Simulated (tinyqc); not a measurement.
# MOS inversion layer, Poisson-Schroedinger loop: effect of the extra shift of set B (strain)

Electrons confined at an insulator interface at z = 0, treated as a hard wall; parabolic valleys, Hartree approximation, no image or exchange terms. The depletion charge lies far deeper than the electrons and gives a uniform field q Nd/(eps0 eps_r); the gate balances all charge. Energies are counted from the band edge at the interface.

Schroedinger equation -(C/mz) psi'' + (V0 + U + dE for set B) psi = E psi, C = hbar^2/(2 m0), psi(0) = 0, on a uniform mesh of 800 nodes with a far wall at 28 nm, 8 levels a set; V0 = q Nd z/(eps0 eps_r); dU/dz = q (Ns - integral of n from 0 to z)/(eps0 eps_r), U(0) = 0; N_k = g md m0 q Vt/(pi hbar^2) ln(1 + exp((EF - E_k)/Vt)), g the number of valleys of the set, sum N_k = Ns. Triangular well: E_k = a_k (C F^2/mz)^(1/3), a_1 = 2.338107, a_2 = 4.087949, C = hbar^2/(2 m0), F in eV/nm. Fang-Howard (all electrons in the lowest level of set A): b^3 = 6 (mz1/C) q (Nd + 11 Ns/32)/(eps0 eps_r), centroid 3/b, level C b^2/(4 mz1) + (3/b) q (Nd + 11 Ns/16)/(eps0 eps_r). The centroid adds 3.9 z_av/eps_r to an oxide-equivalent thickness.

Values chosen for this exercise; masses and permittivity close to those of germanium (111):
```
symbol   value   unit                                     meaning
T          300      K                                 temperature
eps_r     15.9                              relative permittivity
mz1       1.56     m0  mass along z of valley set A (1 valley(s))
md1      0.083     m0    in-plane density-of-states mass of set A
mz2     0.0915     m0  mass along z of valley set B (3 valley(s))
md2      0.342     m0    in-plane density-of-states mass of set B
Ns      3.3e11  cm^-2                  sheet density of electrons
Nd      2.7e12  cm^-2           sheet density of depletion charge
```

Constants: q = 1.602176634e-19 C, kB = 1.380649e-23 J/K, hbar = 1.054571817e-34 J s, m0 = 9.1093837015e-31 kg, Vt = kB T/q, eps0 = 8.8541878128e-14 F/cm where lengths are in cm, hbar^2/(2 m0) = 0.0380998212 eV nm^2. Results are converted to the units shown.

The same in every row: Fang-Howard centroid (nm) = 1.51.

Effect of the extra shift of set B (strain):
```
dE (eV)  A1 (meV)  B1 (meV)  EF (meV)  share of A1 (%)  share of set A (%)  centroid z_av (nm)  added oxide equivalent (nm)
-0.05        71.2       129      22.8             38.8                45.9                2.74                        0.672
-0.02        71.0       158      34.9             60.1                71.6                2.22                        0.544
0.01         70.8       188      40.7             73.8                88.5                1.88                        0.461
0.04         70.7       217      42.9             79.8                96.0                1.73                        0.424
0.07         70.7       247      43.7             82.0                98.7                1.67                        0.411
0.1          70.7       277      44.0             82.7                99.6                1.66                        0.406
0.13         70.7       307      44.0             82.9                99.9                1.65                        0.405
0.16         70.7       337      44.1             83.0                 100                1.65                        0.404
```

What does the comparison show?

As dE goes from -0.05 to 0.16, A1 falls from 71.2 to 70.7 meV, the share of A1 rises from 38.8 to 83.0 % and the centroid falls from 2.74 to 1.65 nm. The Fang-Howard centroid is 45 % below the full one in the first row, where A1 holds 38.8 %, and 8.5 % below it in the last, where A1 holds 83.0 %.

Numbers from tinyqc (`OMP_NUM_THREADS=1 python tinyqc.py 2160007 2160008 out.jsonl`; about 0.6 s on one thread of a shared Intel Xeon 2.30GHz).
